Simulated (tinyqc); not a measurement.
Interfaces: Cahn-Hilliard equation on a periodic one-dimensional grid. Computed by tinyqc, a small Python program. Command: `OMP_NUM_THREADS=1 python tinyqc.py 3013514 3013515 out.jsonl cahn walk`. One thread of a shared host (Intel(R) Xeon(R) Processor @ 2.30GHz), about 0.1 s of CPU time with the checks.

Free energy F = h sum_j [A (c_j^2 - 1)^2/4 + (kappa/2) ((c_(j+1) - c_j)/h)^2]; dc/dt = Lap(mu), mu = A (c^3 - c) - kappa Lap(c), Lap(y)_j = (y_(j+1) - 2 y_j + y_(j-1))/h^2, mobility 1; the grid has n = 12 points.

Inputs (values chosen for the exercise, in reduced units):
```
quantity,value,unit
spacing h,1.2,-
well depth A,1.4,-
gradient coefficient kappa,1.1,-
mean composition c0,0.028,-
noise amplitude,0.1,-
time step dt,0.078,-
end time,150,-
```

Scheme: explicit Euler.

Method:
- Start: c_j = c0 + amplitude x (z_j - mean of z).
- c(new) = c + dt Lap(mu).
- Run to the end time; break off if |c| exceeds 3 or F has risen by more than 1e-9 in more than 30 steps. Domains = stretches with c > c0.
- Continuum wall between c = -1 and +1: c = tanh(x/w), w = sqrt(2 kappa/A), energy s = (2/3) sqrt(2 kappa A). With two walls per domain, the estimate of F at the end is 2 x domains x s. Volume fraction of the +1 phase by the lever rule: (1 + c0)/2.

random numbers: [0.030, -0.454, -0.993, -0.548, 0.917, 0.567, 0.458, -0.176, 0.403, 0.663, 0.973, 0.732]

Course:
```
step,t,F,min c,max c,domains
0,0.000,5.01547,-0.092733,0.103867,2
38,2.964,4.89419,-0.259750,0.257733,2
96,7.488,4.30807,-0.694556,0.691770,2
192,14.976,4.18419,-0.816222,0.785794,2
288,22.464,3.92842,-0.864501,0.765541,2
385,30.030,2.47299,-0.900116,0.790831,1
577,45.006,2.23879,-0.976710,0.988278,1
769,59.982,2.22935,-0.972487,0.989478,1
1058,82.524,2.22786,-0.970334,0.988537,1
1346,104.988,2.22780,-0.969895,0.988235,1
1635,127.530,2.22780,-0.969809,0.988171,1
1923,149.994,2.22780,-0.969792,0.988159,1
```

F at the end = 2.22780

c at the end: [-0.886037, -0.969784, -0.969792, -0.886076, -0.475452, 0.587553, 0.923455, 0.988153, 0.988159, 0.923484, 0.587655, -0.475316]

wall half width w = 1.2536

wall energy s = 1.1700

estimate of F = 2.3400

volume fraction = 0.514

w/h = 1.0446

The run ends at F = 2.2278, 0.95 of the estimate: the walls are well formed.
